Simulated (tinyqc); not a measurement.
Planar ballistic transistor, top-of-the-barrier model: one step of the calculation.

At the top of the source barrier, states moving towards the drain are filled by the source (Fermi level 0) and states moving back by the drain (Fermi level -q Vd); nothing scatters. U is the shift of the band edge there, set by the capacitances CG, CD and CS (the total) and by the charge. Parabolic two-dimensional band; the source is grounded.

Question. Density of states, capacitances and charge at zero bias. N0 = gv m kB T/(pi hbar^2), CG = eps0 eox/tox, vT = sqrt(2 kB T/(pi m)), CS = CG/aG, n0 = n at U = 0 and Vd = 0. eta1 = -(E0 + U)/Vt, eta2 = eta1 - Vd/Vt, n = (N0/2)[F_0(eta1) + F_0(eta2)], F_0(x) = ln(1 + exp x). UL = -(aG Vg + aD Vd).

Inputs (values chosen for the exercise); mass and valleys close to those of silicon (two valleys): temperature T = 77 K; effective mass m = 0.187 m0; valley degeneracy gv = 2; relative permittivity of the gate insulator eox = 22; insulator thickness tox = 2.9 nm; gate control CG/CS aG = 0.79; drain control CD/CS aD = 0.03; band edge at the barrier top above the source Fermi level at zero bias E0 = 0.38 eV; gate voltage Vg = 0.5 V; drain voltage Vd = 0.5 V.

Constants: q = 1.602176634e-19 C, kB = 1.380649e-23 J/K, hbar = 1.054571817e-34 J s, m0 = 9.1093837015e-31 kg, Vt = kB T/q, eps0 = 8.8541878128e-14 F/cm where lengths are in cm. Results are converted to the units shown.

Give: N0; CG; CS; n0; UL.

Answer.

N0 = 1.037e12 cm^-2
CG = 6.717 uF/cm^2
CS = 8.502 uF/cm^2
n0 = 1.393e-13 cm^-2
UL = -0.4100 eV

Program tinyqc, `OMP_NUM_THREADS=1 python tinyqc.py 2400055 2400056 out.jsonl`; Intel Xeon 2.30GHz, shared host, one thread, about 0.01 s.
